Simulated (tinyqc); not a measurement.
Weibull slope from two areas.

Question. Oxide breakdown times follow a Weibull law, F = 1 - exp(-(t/t63)^beta). For defects spread at random t63 goes as A^(-1/beta). Find beta and the time at which the share Fp of the area-A2 devices has failed, t63(A2) (-ln(1 - Fp))^(1/beta).

Parameters, values chosen for the exercise: area of a test capacitor A1 = 64 um^2; gate area of the product A2 = 1.1e6 um^2; allowed share of failed products Fp = 0.001.

t63 at the areas A1 and A2 (s): 320  0.018618182

Solution. beta = ln(A2/A1)/ln(t63(A1)/t63(A2)).

beta = 1.00
time to Fp = 1.86e-5 s

Numbers from tinyqc (`OMP_NUM_THREADS=1 python tinyqc.py 2070139 2070140 out.jsonl`; about 0.01 s on one thread of a shared Intel Xeon 2.30GHz).
